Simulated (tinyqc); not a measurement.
Tight binding, kagome lattice, step by step. One step of it, computed by the program tinyqc.

Question. Levels at k. Diagonalise the Hermitian matrix.

H(k) at k (eV), order A, B, C:
$$\begin{pmatrix}
0.000000 & -0.313283-0.614853i & -0.525147-0.722803i \\
-0.313283+0.614853i & 0.000000 & -1.482803+0.234853i \\
-0.525147+0.722803i & -1.482803-0.234853i & 0.000000
\end{pmatrix}$$

Give: eigenvalues; weights |c|^2 of the basis functions.

Answer.

eigenvalues (eV): [-2.1000, 0.5800, 1.5200]

weights |c|^2 of the basis functions, order A, B, C:
$$\begin{pmatrix}
0.2222 & 0.7611 & 0.0166 \\
0.3723 & 0.1833 & 0.4444 \\
0.4055 & 0.0555 & 0.5390
\end{pmatrix}$$
